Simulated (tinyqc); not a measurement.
Bloch-Grueneisen resistivity of a metal: one step, computed by the program tinyqc. Command: `OMP_NUM_THREADS=1 python tinyqc.py 3006234 3006235 out.jsonl bg walk`. One thread of a shared host (Intel(R) Xeon(R) Processor @ 2.30GHz), about 0.01 s of CPU time with the checks.

Electrons scatter from a Debye spectrum of phonons (n = 5 for scattering within one band, n = 3 for scattering into a second, heavy band) and from static defects.

Problem. Scale of the phonon resistivity. rho_ph = (n - 1) rho_1 (T/Theta)^n J_n(Theta/T), with rho_1 = 2 pi lambda_tr k_B Theta/(hbar eps_0 w_p^2), the high-temperature line at T = Theta.

Inputs (values chosen for the exercise, modelled on aluminium): Debye temperature Theta = 383 K; transport coupling lambda_tr = 0.34; Drude plasma energy hbar w_p = 12 eV.

Addition: none.

Constants: k_B = 1.380649e-23 J/K; hbar = 1.054571817e-34 J s; eps_0 = 8.8541878128e-12 F/m; hbar = 6.582119569e-16 eV s.

Give: rho_1.

Solution.

rho_1 = 3.640 microohm cm
